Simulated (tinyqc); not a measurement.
Lossy package transmission line with skin effect: two steps of the calculation.

A uniform line in a homogeneous dielectric: c = sqrt(er)/(c0 Z0), l = Z0 sqrt(er)/c0 (c0 = 299792458 m/s), g = w c td, w = 2 pi f. The resistance joins its limits as r = sqrt(r_dc^2 + r_hf^2), with r_dc = rho/(wd th), r_hf = kr rho/(2 delta (wd + th)), delta = sqrt(rho/(pi f mu0)), mu0 = 4 pi 1e-7 H/m; this is an interpolation, and internal inductance, up to 0.05 nH/mm at low frequency, is neglected.

Inputs (values chosen for the exercise):

| symbol | value | unit | meaning |
|---|---|---|---|
| wd | 24 | um | width of the strip |
| th | 17 | um | thickness of the strip |
| rho | 2.9 | uohm cm | resistivity |
| er | 3 |  | relative permittivity |
| td | 0 |  | loss tangent |
| Z0 | 45 | ohm | lossless impedance sqrt(l/c) |
| kr | 2 |  | factor for crowding and the return path |
| len | 2 | mm | length |
| f | 5.3 | GHz | frequency |

Problem 1. Line constants. delta, r_dc, r_hf, r, l, c and g as defined.

Find: delta; r_dc; r_hf; r; l; c; g.

Solution 1.

delta = 1.177 um
r_dc = 0.07108 ohm/mm
r_hf = 0.6008 ohm/mm
r = 0.6050 ohm/mm
l = 0.2600 nH/mm
c = 128.4 pF/m
g = 0 S/m

r is 8.51 times r_dc; the skin depth is 0.0693 of the thickness.

Problem 2. Propagation constant and impedance. gamma = sqrt((r + i w l)(g + i w c)) = alpha + i beta, Zc = sqrt((r + i w l)/(g + i w c)), roots with positive real part; loss 8.685889638 alpha in dB; phase velocity w/beta.

r = 0.60499405 ohm/mm
l = 0.25998748 nH/mm
c = 128.38888 pF/m
g = 0 S/m

Give: gamma len; Zc; loss; phase velocity over c0; r/(w l).

Solution 2.

gamma len = 0.0134+0.3850i
Zc = 45.03-1.57i ohm
loss = 0.05835 dB/mm
phase velocity over c0 = 0.5770
r/(w l) = 0.06988

tinyqc, about 0.01 s, one thread, Intel Xeon 2.30GHz (shared host): `OMP_NUM_THREADS=1 python tinyqc.py 2810205 2810206 out.jsonl`
